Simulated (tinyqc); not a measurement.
Leakage through a gate insulator: direct, Fowler-Nordheim, trap-assisted and Poole-Frenkel currents: one step, computed by the program tinyqc. Command: `OMP_NUM_THREADS=1 python tinyqc.py 3016585 3016586 out.jsonl oxideleak walk`. One thread of a shared host (Intel(R) Xeon(R) Processor @ 2.30GHz), about 0.01 s of CPU time with the checks.

Electrons enter from the cathode Fermi level at x = 0; the conduction band of the insulator lies phi_b - e F x above it, F = V/t. WKB exponents use a parabolic band with mass m.

Task: One trap at several depths. For a level a distance phi(x) below the band, the WKB exponent is 2 int kappa dx with kappa = sqrt(m phi/(hbar^2/2m_0)); for a linear barrier from phi_1 down to phi_2 = max(phi_1 - e F d, 0) it is G = (4/3) sqrt(m/(hbar^2/2m_0)) (phi_1^(3/2) - phi_2^(3/2))/(e F). A trap at depth x lies phi_t below the band. Capture: tunnel at the cathode Fermi level from 0 to x (G_in from phi_1 = phi_b), rate nu_0 exp(-G_in - E_c/k_B T) with E_c = E_a + max(phi_b - phi_t - e F x, 0), the last term being the height of the trap above the cathode Fermi level. Emission: tunnel from the trap level to the anode (G_out from phi_1 = phi_t over t - x), rate nu_0 exp(-G_out - E_a/k_B T). Re-emission to the cathode follows from detailed balance, rate_back = rate_in exp(dE/k_B T) with dE = phi_b - phi_t - e F x. Each trap passes R = rate_in rate_out/(rate_in + rate_back + rate_out) electrons per second; filling from the anode is left out. Depths: t times 0.08, 0.2, 0.32, 0.44, 0.56, 0.68, 0.8 and 0.92, rounded to 0.01 nm.

Inputs (values chosen for the exercise, with an insulator like SiO2):

| quantity | value | unit |
|---|---|---|
| thickness t | 8 | nm |
| barrier phi_b | 3.1 | eV |
| tunnelling mass m | 0.39 | m_0 |
| voltage across the insulator V | 3.3 | V |
| trap depth phi_t | 2.5 | eV |
| attempt rate nu_0 | 2e+12 | 1/s |
| activation of capture E_a | 0.069 | eV |
| temperature T | 300 | K |

Constants: k_B = 8.617333262e-05 eV/K; hbar^2/(2 m_0) = 3.80998212 eV angstrom^2.

Give: Rates.

Result:

Rates:

| x (nm) | G_in | G_out | E_c (eV) | rate in (1/s) | rate back (1/s) | rate out (1/s) | R (1/s) |
|---|---|---|---|---|---|---|---|
| 0.64 | 7.055 | 40.879 | 0.405 | 2.7135e+02 | 1.1969e+08 | 2.4465e-07 | 5.5462e-13 |
| 1.60 | 17.030 | 40.879 | 0.069 | 5.5724e+03 | 5.4713e+02 | 2.4465e-07 | 2.2278e-07 |
| 2.56 | 26.224 | 39.539 | 0.069 | 5.6589e-01 | 1.2367e-08 | 9.3387e-07 | 9.3387e-07 |
| 3.52 | 34.567 | 35.434 | 0.069 | 1.3483e-04 | 6.5585e-19 | 5.6631e-05 | 3.9880e-05 |
| 4.48 | 41.958 | 29.784 | 0.069 | 8.3138e-08 | 9.0017e-29 | 1.6108e-02 | 8.3138e-08 |
| 5.44 | 48.255 | 22.934 | 0.069 | 1.5309e-10 | 3.6895e-38 | 1.5200e+01 | 1.5309e-10 |
| 6.40 | 53.219 | 15.067 | 0.069 | 1.0695e-12 | 5.7373e-47 | 3.9657e+04 | 1.0695e-12 |
| 7.36 | 56.278 | 6.301 | 0.069 | 5.0199e-14 | 5.9937e-55 | 2.5430e+08 | 5.0199e-14 |

The most effective of these traps sits at 3.52 nm, 44 % of the way; where rate back exceeds rate out, re-emission drains the trap, and elsewhere the slower forward step limits R; the best depth is near where rate in and rate out cross.
